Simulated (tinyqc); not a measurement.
Inside a calculation. Model: energy and delay of logic against supply voltage.

Numbers from tinyqc (`OMP_NUM_THREADS=1 python tinyqc.py 2082145 2082146 out.jsonl`; about 0.03 s on one thread of a shared Intel Xeon 2.30GHz). Printed values are rounded.

One expression serves below and above threshold: I(Vg) = Ik [ln(1 + exp((Vg - VT + dd V)/(al nf Vt)))]^al, with I_on = I(V) and I_off = I(0). Gate delay td = kd C V/I_on, clock period LD td. Per gate and cycle the switching energy is act C V^2 and the leakage energy I_off V LD td. No short-circuit current, no variation. Minima are sought above 0.09 V; below a few Vt gates no longer switch and the model has no meaning.

Inputs (values chosen for the exercise); values of the order met in logic technologies:
- T = 300 K (temperature)
- VT = 0.21 V (threshold voltage at zero drain bias)
- nf = 1.28 (slope factor)
- dd = 0.07 (barrier lowering per volt of supply)
- Ik = 0.49 uA (specific current of a gate)
- al = 1.54 (exponent of the current law)
- C = 1.3 fF (load capacitance of a gate)
- kd = 0.9 (delay factor)
- LD = 40 (logic depth)
- act = 0.01 (activity factor)
- V = 0.4 V (supply voltage)

Constants: q = 1.602176634e-19 C, kB = 1.380649e-23 J/K, Vt = kB T/q. Results are converted to the units shown.

## Currents, delay and energies

I_on, I_off, td, clock frequency 1/(LD td), both energies and their sum.

I_on = 4.61789 uA
I_off = 1.96001 nA
td = 101.345 ps
clock frequency = 0.246682 GHz
switching energy = 2.08 aJ
leakage energy = 3.17819 aJ
energy = 5.25819 aJ

I_on/I_off = 2360; leakage makes up 60.4 % of the energy.

## Starting value

V = 0.3 V.

V at the start = 0.3 V

## Iteration 1: new V

Minimum-energy supply: E(V) is the energy per gate and cycle; with h = 0.001 V, E' = (E(V + h) - E(V - h))/(2 h), E'' = (E(V - h) - 2 E(V) + E(V + h))/h^2, V(new) = V - E'/E''.

E' = -7.33243 aJ/V
E'' = 298.221 aJ/V^2
V after iteration 1 = 0.324587 V

## Iteration 2: new V

As before.

E' = -1.17332 aJ/V
E'' = 209.591 aJ/V^2
V after iteration 2 = 0.330185 V

## Iteration 3: new V

As before.

E' = -0.0428746 aJ/V
E'' = 194.528 aJ/V^2
V after iteration 3 = 0.330406 V

## Course of the iteration

Stop when the step is below 1e-9 V, or after 40 iterations.

Course of the iteration:

| iteration | V before the step (V) | step (V) |
|---|---|---|
| 1 | 0.3 | 0.0246 |
| 2 | 0.324587 | 5.60e-3 |
| 3 | 0.330185 | 2.20e-4 |
| 4 | 0.330406 | 3.15e-7 |
| 5 | 0.330406 | -5.78e-12 |

Converged in 5 iterations. There leakage makes up 71.0 % of the energy and the clock runs at 161 MHz.
